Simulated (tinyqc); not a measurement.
MOS capacitor on a p-type substrate, surface potential from the exact charge relation: one step of the calculation.

Uniform p-type substrate, Boltzmann statistics, full ionisation, classical densities. psi is the surface potential against the body (positive when the bands bend down) and u = psi/Vt. Traps are spread evenly over the gap and neutral at flat band, so their charge is -q Dit psi; the minority quasi-Fermi level is shifted by Vb.

Question. Flat band, threshold and scales. ni = sqrt(Nc Nv) exp(-Eg/(2 Vt)), Eg in volts; phiF = Vt ln(N/ni); Cox = eps0 eox/tox; Vfb = phiM - chi - (Eg - Vt ln(Nv/N)) - q Nf/Cox; Q0 = sqrt(2 eps0 eps_r q N Vt); r = (ni/N)^2 exp(-Vb/Vt); VT = Vfb + [(2 phiF + Vb)(1 + q Dit/Cox) + sqrt(2 eps0 eps_r q N (2 phiF + Vb))/Cox].

Parameters, values chosen for the exercise; band and dielectric values those of a made-up semiconductor: temperature T = 250 K; band gap Eg = 3.95 eV; relative permittivity eps_r = 11; conduction-band density of states at T Nc = 1.7e18 cm^-3; valence-band density of states at T Nv = 3.46e19 cm^-3; electron affinity chi = 3.61 eV; acceptor density of the substrate N = 9.2e16 cm^-3; relative permittivity of the gate insulator (close to aluminium oxide) eox = 8.84; insulator thickness tox = 18 nm; gate work function phiM = 4.34 eV; fixed charge at the interface, in units of q Nf = 0 cm^-2; density of interface traps Dit = 0 cm^-2 eV^-1; reverse bias of the inversion layer against the body Vb = 0.3 V.

Constants: q = 1.602176634e-19 C, kB = 1.380649e-23 J/K, Vt = kB T/q, eps0 = 8.8541878128e-14 F/cm where lengths are in cm. Results are converted to the units shown.

Give: ni; phiF; Cox; Vfb; Q0; r; VT.

Answer.

ni = 1.176e-21 cm^-3
phiF = 1.880 V
Cox = 0.4348 uF/cm^2
Vfb = -3.092 V
Q0 = 24.87 nC/cm^2
r = 1.465e-82
VT = 1.752 V

Computed by the program tinyqc: `OMP_NUM_THREADS=1 python tinyqc.py 2060009 2060010 out.jsonl`, one thread of a shared Intel Xeon 2.30GHz, about 0.01 s for the whole run.
